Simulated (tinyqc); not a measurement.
Thermal boundary conductance by the acoustic and diffuse mismatch models. Changing the atom density n_1. Computed by tinyqc, a small Python program. Command: `OMP_NUM_THREADS=1 python tinyqc.py 3022513 3022514 out.jsonl kapitza sweep`. One thread of a shared host (Intel(R) Xeon(R) Processor @ 2.30GHz), about 0.01 s of CPU time with the checks.

Each side has one longitudinal and two transverse Debye branches, omega = v q up to q_D = (6 pi^2 n)^(1/3), with n counting all atoms. Scattering at the interface is elastic. Electrons are left out of G, also for metals. Melting is ignored. G refers to the temperatures of the phonons sent towards the interface. Linear branches over all atoms overstate G at high T, most for crystals with several atoms a cell.

Inputs (values chosen for the exercise, modelled on lead (side 1) and germanium (side 2)):

| quantity | value | unit |
|---|---|---|
| density rho_1 | 11.3 | g/cm^3 |
| longitudinal velocity vL_1 | 2410 | m/s |
| transverse velocity vT_1 | 992 | m/s |
| density rho_2 | 5.32 | g/cm^3 |
| longitudinal velocity vL_2 | 5230 | m/s |
| transverse velocity vT_2 | 3280 | m/s |
| atom density n_2 | 43.4 | 1/nm^3 |
| conductivity kappa_2 | 60.7 | W/(m K) |
| temperature T | 300 | K |

Structure: superlattice.

Constants: hbar = 1.054571817e-34 J s; k_B = 1.380649e-23 J/K.

Method:
- omega_c = v q_D for each branch, given as hbar omega_c/k_B; impedance Z = rho v.
- No mode conversion. t(theta) = 4 Z_1 Z_2 cos(theta_1) cos(theta_2)/N^2, with N = Z_2 cos(theta_1) + Z_1 cos(theta_2) for L (the form for pressure waves) and N = Z_1 cos(theta_1) + Z_2 cos(theta_2) for both T branches (the form for shear waves polarised along the interface); sin(theta_2) = (v_2/v_1) sin(theta_1), and t = 0 beyond the critical angle arcsin(v_1/v_2); the mean over the incoming flux is alpha = 2 int t sin(theta_1) cos(theta_1) d theta_1 (64 Gauss-Legendre points).
- G = (k_B^4 T^3/(8 pi^2 hbar^3)) int W(x) x^4 e^x/(e^x - 1)^2 dx, x = hbar omega/(k_B T). Acoustic mismatch: W = sum over the three branches of alpha(1 to 2)/v_1^2, each up to the lower of its two cut-offs. Diffuse mismatch: W = S_1 S_2/(S_1 + S_2), where S_i sums 1/v^2 over the branches of side i still below their cut-off. Radiation limit: W = min(S_1, S_2). The integral is split at the four cut-offs (64 Gauss-Legendre points a piece, x at most 45).
- Boundary resistance R = 1/G and Kapitza length kappa_2/G use the diffuse value.

One run for each value:

| atom density n_1 (1/nm^3) | G, diffuse mismatch (MW/(m^2 K)) | G, acoustic mismatch (MW/(m^2 K)) | G, radiation limit (MW/(m^2 K)) |
|---|---|---|---|
| 5.5 | 27.51 | 12.14 | 46.28 |
| 8.7 | 43.38 | 19.15 | 72.97 |
| 14.0 | 69.51 | 30.71 | 116.91 |
| 22.0 | 108.64 | 48.05 | 182.67 |
| 34.0 | 166.72 | 73.83 | 280.25 |
| 54.0 | 262.14 | 116.29 | 440.45 |
| 85.0 | 407.18 | 181.07 | 683.73 |
| 130.0 | 553.18 | 273.21 | 907.44 |

What does the table show, and why?

Over the rows, G, diffuse mismatch (MW/(m^2 K)) rises from 27.5 to 553 (exponent d ln y / d ln x 0.99 between the first rows and 0.72 between the last); G, acoustic mismatch (MW/(m^2 K)) rises from 12.1 to 273 (exponent d ln y / d ln x about 0.98 throughout); G, radiation limit (MW/(m^2 K)) rises from 46.3 to 907 (exponent d ln y / d ln x 0.99 between the first rows and 0.67 between the last). n_1 enters only through the cut-offs of side 1: it matters while they lie below those of side 2 and within reach of k_B T.

Caution (all rows): at this temperature short waves carry the heat; linear branches up to q_D overstate their velocity, and inelastic processes, left out here, grow with T.
